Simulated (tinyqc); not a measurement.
# Worked calculation: off-state leakage of single and stacked transistors

tinyqc, about 0.03 s, one thread, Intel Xeon 2.30GHz (shared host): `OMP_NUM_THREADS=1 python tinyqc.py 2242217 2242218 out.jsonl` Printed values are rounded.

n-channel devices of unit width. Subthreshold current I(Vg, Vs, Vd) = I0 (T/300 K)^0.5 exp[(Vg - Vs - VT(T) - gb (Vs - Vb) + dd (Vd - Vs))/(nf Vt)] (1 - exp(-(Vd - Vs)/Vt)), VT(T) = VT - cT (T - 300 K). Gate-edge tunnelling Ig (Vd/1 V) exp(ag (Vd - 1 V)), for a gate at 0 V, and band-to-band leakage Ab u exp(-Bb/u), u = Vd - Vb + 1 V, flow at a drain held at V; both are taken as independent of T. In a stack of off transistors (all gates at 0 V) the same subthreshold current passes through each.

Parameters, values chosen for the exercise; values of the order met in bulk silicon logic transistors:
- T = 378 K (temperature)
- V = 0.8 V (supply voltage)
- VT = 0.42 V (threshold at 300 K, zero drain and body bias)
- cT = 0.7 mV/K (fall of the threshold with temperature)
- I0 = 0.14 uA/um (current at threshold at 300 K)
- nf = 1.24 (slope factor)
- dd = 0.15 (drain-induced lowering per volt)
- gb = 0.08 (rise of the threshold per volt of source-body bias)
- Ig = 0.0002 uA/um (gate-edge tunnelling current at 1 V)
- ag = 3.9 1/V (exponential slope of the gate current)
- Ab = 20 uA/(um V) (prefactor of band-to-band leakage at the drain)
- Bb = 22 V (its exponential voltage)
- Vb = 0 V (body voltage)

Constants: q = 1.602176634e-19 C, kB = 1.380649e-23 J/K, Vt = kB T/q. Results are converted to the units shown.

## Leakage of one transistor

Vg = Vs = 0, Vd = V; effective threshold VT(T) - gb Vb - dd V.

effective threshold = 0.2454 V
parts (nA/um): subthreshold 0.3611767, gate edge 0.07334496, band-to-band 0.1771164
total = 0.6116381 nA/um
shares (%): subthreshold 59.05072, gate edge 11.99156, band-to-band 28.95772

The subthreshold part is the largest.

## Starting value

Vx = dd V/(1 + gb + 2 dd), the solution for Vx well above Vt, rounded to three decimals.

Vx at the start = 0.087 V

## Iteration 1: new Vx

Stack of two, Vx the node between them: I_low = I(0, 0, Vx), I_up = I(0, Vx, V), f = ln(I_up/I_low), f' = -(1 + gb + 2 dd)/(nf Vt) - 1/(Vt (exp(Vx/Vt) - 1)) - 1/(Vt (exp((V - Vx)/Vt) - 1)), Vx(new) = Vx - f/f'.

I_low = 0.02380295 nA/um
I_up = 0.02553438 nA/um
f = 0.07021595
f' = -36.44794 1/V
Vx after iteration 1 = 0.08892647 V

## Iteration 2: new Vx

As before.

I_low = 0.02407620 nA/um
I_up = 0.02407949 nA/um
f = 1.365642e-4
f' = -36.30775 1/V
Vx after iteration 2 = 0.08893023 V

## Course of the iteration

Stop when the step is below 1e-11 V, or after 40 iterations.

Course of the iteration:

| iteration | Vx before the step (V) | step (V) |
|---|---|---|
| 1 | 0.087 | 1.93e-3 |
| 2 | 0.08892647 | 3.76e-6 |
| 3 | 0.08893023 | 1.37e-11 |
| 4 | 0.08893023 | < 1e-15 |

Converged in 4 iterations. The subthreshold current of the stack is 0.02408 nA/um, 15.0 times less than that of one transistor (the drain leakage is unchanged); the estimate exp[dd V (1 + gb + dd)/((1 + gb + 2 dd) nf Vt)] gives 14.1.
